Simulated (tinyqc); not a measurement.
The window in starting coverage: bottom-up copper filling of a trench by curvature-enhanced accelerator coverage. Computed by tinyqc, a small Python program. Command: `OMP_NUM_THREADS=1 python tinyqc.py 3029480 3029481 out.jsonl superfill walk`. One thread of a shared host (Intel(R) Xeon(R) Processor @ 2.30GHz), about 0.06 s of CPU time with the checks.

A rectangular trench keeps vertical walls and a flat floor. An accelerator floats on the surface; where area is lost in the corners it is passed on to the floor.

Inputs (values chosen for the exercise, close to those used for damascene copper plating):
```
quantity,value,unit
trench width w,46,nm
aspect ratio h/w,2.2,-
exchange current of the suppressed surface i_0,0.029,mA/cm^2
exchange current of the accelerated surface i_1,0.73,mA/cm^2
transfer coefficient alpha,0.44,-
overpotential eta,0.12,V
adsorption rate k_a,0,1/s
cupric ion concentration C,0.32,mol/l
diffusivity D,4e-06,cm^2/s
boundary layer delta,38,um
temperature T,298,K
```

Constants: e = 1.602176634e-19 C; N_A = 6.02214076e+23 1/mol; k_B = 8.617333262e-05 eV/K.

Method. Kinetic current i_k = [i_0 (1 - theta) + i_1 theta] exp(alpha eta/(k_B T)), limit i_L = 2 F D C/delta, i = 1/(1/i_k + 1/i_L); velocity v = i Omega/(2F), Omega = 7.11 cm^3/mol, F = e N_A. Depletion inside the trench is ignored. Half width x, floor height y, depth h = aspect ratio x w. dx/dt = -v_s, dy/dt = v_b. d theta_b/dt = k_a (1 - theta_b) + [theta_s v_b + theta_b v_s]/x: the floor takes the accelerator of the wall it covers and keeps its own as it narrows. d theta_s/dt = k_a (1 - theta_s). theta_b is capped at 1. Integrate (tolerance 1e-9) until the walls meet (x = 0.02 w/2) or the floor passes the original mouth y = h. Start: x = w/2, y = 0, theta_b = theta_s = theta_0. Height filled = y/h, opening left = x/(w/2).

Outcome:
```
theta_0,v(1)/v(theta_0),height filled,opening left,time (s)
0.001,22.676,0.25520,0.02,264.48
0.003,21.657,0.32209,0.02,252.60
0.010,18.717,0.55238,0.02,218.31
0.020,15.680,0.74303,0.02,182.89
0.050,10.558,0.87855,0.02,123.15
0.100,6.853,0.80725,0.02,79.93
0.200,4.047,0.63232,0.02,47.20
0.400,2.250,0.43692,0.02,26.24
0.800,1.219,0.26863,0.02,14.21
```

What follows from these numbers?

No row fills the trench; the best, at theta_0 = 0.05, reaches 88 % of the height. Too little accelerator takes too long to concentrate. Too much speeds the walls as well and removes the contrast.

Extremes, crossings and ranges named in words are read from the listed rows.
